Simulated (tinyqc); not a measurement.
LDA (PW92) atom on a uniform radial grid, spin-unpolarised, for Li, step by step. Computed by tinyqc, a small Python program that keeps every step. Settings: Z = 3, points = 256, R = 11.2, functional = lda,pw, mixing = 0.6, iteration cap = 59. Command: `OMP_NUM_THREADS=1 python tinyqc.py 30964 30965 out.jsonl` (the two numbers bound the seeds that draw the settings). One thread of a shared host (Intel(R) Xeon(R) Processor @ 2.60GHz), about 0.4 s of CPU time with the checks. Later iterations appear only in the table of the cycle.

## Iteration 1

Spherical atom on a uniform radial grid r_j = j h with h = R/(N + 1), h sum u^2 = 1 and integrals as h times sums, u(0) = u(R) = 0 (atomic units):
```
parameter            value
Z                        3
points N               256
R                11.200000
h                 0.043580
mixing            0.600000
electrons in 1s          2
electrons in 2s          1
```

Three-point differences turn -u''/2 + [l(l+1)/2r^2 - Z/r + V] u = e u into a tridiagonal matrix (diagonal 1/h^2 + potential, off-diagonal -1/2h^2). D = sum f u^2; the Hartree potential y/r solves y'' = -D/r with y(0) = 0, y(R) = N_e; v_xc comes from rho = D/(4 pi r^2); E = sum f e - int D V + int D (V_H/2 + eps_xc); V(new) = V + mixing (V_H + v_xc - V).

eigenvalues (hartree): 1s -4.480933, 2s -1.123801

Every 16th grid point:
```
r              V in     u(1s)      u(2s)         D       V_H       v_xc
0.697276   0.000000  0.896139  -0.039398  1.607681  3.315077  -0.699281
1.394553   0.000000  0.222589  -0.689636  0.574689  1.956082  -0.331910
2.091829   0.000000  0.041466  -0.712879  0.511635  1.392225  -0.250515
2.789105   0.000000  0.006866  -0.497916  0.248015  1.067415  -0.169466
3.486381   0.000000  0.001066  -0.290801  0.084568  0.859008  -0.107539
4.183658   0.000000  0.000159  -0.153065  0.023429  0.716823  -0.065736
4.880934   0.000000  0.000023  -0.075247  0.005662  0.614595  -0.039100
5.578210   0.000000  3.27e-06  -0.035244  0.001242  0.537800  -0.022731
6.275486   0.000000  4.56e-07  -0.015922  0.000254  0.478050  -0.012953
6.972763   0.000000  6.30e-08  -0.006994  0.000049  0.430245  -0.007251
7.670039   0.000000  8.61e-09  -0.003004  0.000009  0.391132  -0.003997
8.367315   0.000000  1.17e-09  -0.001266  1.60e-06  0.358538  -0.002174
9.064591   0.000000  1.57e-10  -0.000524  2.75e-07  0.330958  -0.001167
9.761868   0.000000  2.10e-11  -0.000211  4.44e-08  0.307318  -0.000614
10.459144  0.000000         0  -0.000075  5.60e-09  0.286830  -0.000298
11.156420  0.000000         0  -3.79e-06  1.44e-11  0.268903  -0.000040
```

total energy = -6.88257062 hartree

## Iteration 2

As before.

eigenvalues (hartree): 1s -2.593571, 2s -0.383763

Every 16th grid point:
```
r              V in     u(1s)      u(2s)         D       V_H       v_xc
0.697276   1.569478  0.927844   0.066834  1.726255  3.094489  -0.715009
1.394553   0.974503  0.308478  -0.417909  0.364966  1.834254  -0.289106
2.091829   0.685026  0.082684  -0.618226  0.395876  1.325333  -0.231847
2.789105   0.538769  0.020343  -0.599937  0.360752  1.038301  -0.189619
3.486381   0.450882  0.004773  -0.487634  0.237832  0.848030  -0.146432
4.183658   0.390652  0.001087  -0.359336  0.129125  0.713011  -0.109435
4.880934   0.345297  0.000243  -0.249061  0.062032  0.613335  -0.080202
5.578210   0.309042  0.000053  -0.165663  0.027444  0.537397  -0.058014
6.275486   0.279058  0.000012  -0.107002  0.011449  0.477924  -0.041552
6.972763   0.253797  2.52e-06  -0.067586  0.004568  0.430207  -0.029513
7.670039   0.232281  5.41e-07  -0.041892  0.001755  0.391121  -0.020790
8.367315   0.213819  1.16e-07  -0.025463  0.000648  0.358535  -0.014499
9.064591   0.197875  2.47e-08  -0.015035  0.000226  0.330957  -0.009940
9.761868   0.184023  5.24e-09  -0.008330  0.000069  0.307318  -0.006549
10.459144  0.171920  1.07e-09  -0.003770  0.000014  0.286830  -0.003790
11.156420  0.161318  4.15e-11  -0.000211  4.46e-08  0.268903  -0.000563
```

total energy = -7.24563096 hartree

## Convergence

Stop when input and output potentials agree to 1e-7.

Course of the cycle (hartree):
```
iteration            E      e(1s)      e(2s)  largest |V(out) - V(in)|
1          -6.88257062  -4.480933  -1.123801                  4.26e+00
2          -7.24563096  -2.593571  -0.383763                  1.14e+00
3          -7.29272123  -2.046773  -0.181750                  2.76e-01
4          -7.29806619  -1.902357  -0.124918                  6.54e-02
5          -7.29870833  -1.867891  -0.108853                  1.71e-02
6          -7.29879377  -1.861135  -0.104493                  5.47e-03
7          -7.29880598  -1.860623  -0.103447                  3.19e-03
8          -7.29880780  -1.861135  -0.103279                  1.66e-03
9          -7.29880808  -1.861584  -0.103303                  7.89e-04
10         -7.29880813  -1.861851  -0.103347                  3.60e-04
11         -7.29880814  -1.861989  -0.103378                  1.60e-04
12         -7.29880814  -1.862057  -0.103395                  7.04e-05
13         -7.29880814  -1.862088  -0.103404                  3.06e-05
14         -7.29880814  -1.862103  -0.103409                  1.32e-05
15         -7.29880814  -1.862109  -0.103411                  5.70e-06
16         -7.29880814  -1.862112  -0.103412                  2.44e-06
17         -7.29880814  -1.862113  -0.103412                  1.05e-06
18         -7.29880814  -1.862114  -0.103412                  4.55e-07
19         -7.29880814  -1.862114  -0.103412                  1.96e-07
20         -7.29880814  -1.862114  -0.103412                  8.41e-08
```

Converged in 20 iterations. A uniform grid resolves the cusp poorly: for a bare nucleus this grid gives 1s at -4.48093 against -Z^2/2 = -4.5 hartree. Before convergence this energy mixes input and output and is not variational, so it may rise towards its limit.
